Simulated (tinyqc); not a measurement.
# Nanowire ballistic transistor, top-of-the-barrier model: effects of single changes

At the top of the source barrier, states moving towards the drain are filled by the source (Fermi level 0) and states moving back by the drain (Fermi level -q Vd); nothing scatters. U is the shift of the band edge there, set by the capacitances CG, CD and CS (the total) and by the charge. Parabolic one-dimensional subband; the source is grounded.

Parameters, values chosen for the exercise; mass and valleys close to those of gallium arsenide:
- T = 250 K (temperature)
- m = 0.065 m0 (effective mass)
- gv = 1 (valley degeneracy)
- eox = 16 (relative permittivity of the gate insulator)
- tox = 2.9 nm (insulator thickness)
- d = 4 nm (wire diameter)
- aG = 0.75 (gate control CG/CS)
- aD = 0.035 (drain control CD/CS)
- E0 = 0.28 eV (band edge at the barrier top above the source Fermi level at zero bias)
- Vd = 0.5 V (drain voltage)

Constants: q = 1.602176634e-19 C, kB = 1.380649e-23 J/K, hbar = 1.054571817e-34 J s, h = 6.62607015e-34 J s, m0 = 9.1093837015e-31 kg, Vt = kB T/q, eps0 = 8.8541878128e-14 F/cm where lengths are in cm. Results are converted to the units shown.

Each table varies one quantity; the others keep the values above.

## Effect of the insulator thickness

N0 = gv sqrt(2 m kB T/pi)/hbar, CG = 2 pi eps0 eox/ln(1 + 2 tox/d), CS = CG/aG, n0 = n at U = 0 and Vd = 0. eta1 = -(E0 + U)/Vt, eta2 = eta1 - Vd/Vt, n = (N0/2)[F_(-1/2)(eta1) + F_(-1/2)(eta2)], F_(-1/2)(x) = (1/sqrt(pi)) int_0^infinity u^(-1/2)/(1 + exp(u - x)) du. U = UL + q (n - n0)/CS with UL = -(aG Vg + aD Vd), energies in eV. I = gv (2 q^2/h) Vt [ln(1 + exp eta1) - ln(1 + exp eta2)]. CQ = (q/Vt) dn/d(eta1). E0 is held fixed.

In this table Vg = 0.5 V, Vd = 0.5 V.

Effect of the insulator thickness:
```
tox (nm)	eta1	n (cm^-1)	I (uA)	mean velocity I/(q n) (cm/s)	CQ/CS
0.5	5.034	1.342e6	8.414	3.912e7	0.02025
0.74	4.959	1.332e6	8.290	3.886e7	0.02883
1.1	4.860	1.317e6	8.126	3.851e7	0.04062
1.6	4.743	1.300e6	7.932	3.810e7	0.05530
2.4	4.591	1.276e6	7.681	3.756e7	0.07565
3.6	4.416	1.249e6	7.391	3.693e7	0.1011
5.4	4.223	1.219e6	7.073	3.623e7	0.1320
8	4.026	1.186e6	6.749	3.551e7	0.1671
```

What does the comparison show?

As tox goes from 0.5 to 8 nm, n falls from 1.34e6 to 1.19e6 cm^-1, the mean velocity falls from 3.91e7 to 3.55e7 cm/s and the current falls from 8.41 to 6.75 uA. CQ/CS goes from 0.020 to 0.17. Over the range the current goes as tox^(-0.08) on average. For tox = 0.5 to 0.74 nm the insulator is under 1 nm thick, where gate tunnelling would matter.

## Effect of the drain control CD/CS

Same model as above.

CQ = (q/Vt) dn/d(eta1). E0 is held fixed.

In this table Vg = 0.5 V, Vd = 0.5 V.

Effect of the drain control CD/CS:
```
aD	eta1	n (cm^-1)	I (uA)	mean velocity I/(q n) (cm/s)	CQ/CS
0	3.7680	1.1429e6	6.3276	3.4556e7	0.096669
0.02	4.1924	1.2137e6	7.0230	3.6116e7	0.090810
0.04	4.6190	1.2807e6	7.7263	3.7655e7	0.085668
0.06	5.0474	1.3443e6	8.4358	3.9167e7	0.081179
0.08	5.4775	1.4049e6	9.1501	4.0649e7	0.077261
0.1	5.9091	1.4630e6	9.8680	4.2100e7	0.073830
0.12	6.3420	1.5187e6	10.589	4.3518e7	0.070809
0.14	6.7761	1.5724e6	11.312	4.4904e7	0.068132
```

What does the comparison show?

As aD goes from 0 to 0.14, n rises from 1.14e6 to 1.57e6 cm^-1, the mean velocity rises from 3.46e7 to 4.49e7 cm/s and the current rises from 6.33 to 11.3 uA. CQ/CS goes from 0.097 to 0.068.

## Transfer curve

Same model as above.

CQ = (q/Vt) dn/d(eta1).

Transfer curve:
```
Vg (V)	eta1	n (cm^-1)	I (uA)	mean velocity I/(q n) (cm/s)	CQ/CS
0	-12.18	2.762	8.526e-6	1.926e7	1.551e-6
0.09	-9.052	63.38	1.956e-4	1.926e7	3.559e-5
0.17	-6.267	1025	0.003165	1.927e7	5.748e-4
0.26	-3.146	2.259e4	0.07032	1.943e7	0.01231
0.35	-0.1651	2.941e5	1.025	2.175e7	0.1091
0.44	2.614	9.249e5	4.481	3.024e7	0.1162
0.52	5.155	1.360e6	8.614	3.954e7	0.08015
0.61	8.084	1.723e6	13.49	4.888e7	0.06166
0.7	11.05	2.021e6	18.44	5.695e7	0.05212
```

What does the table show?

The current rises from 8.53e-6 to 18.4 uA. Between the first two rows the swing is 66.1 mV a decade, against Vt ln 10/aG = 66.1. CQ/CS goes from 1.6e-6 to 0.052, so a volt on the gate moves the band edge by 0.75 eV in the first row and 0.71 eV in the last: the device stays near the quantum-capacitance limit. The mean velocity rises from 1.93e7 to 5.70e7 cm/s.

tinyqc, about 0.03 s, one thread, Intel Xeon 2.30GHz (shared host): `OMP_NUM_THREADS=1 python tinyqc.py 2400023 2400024 out.jsonl`
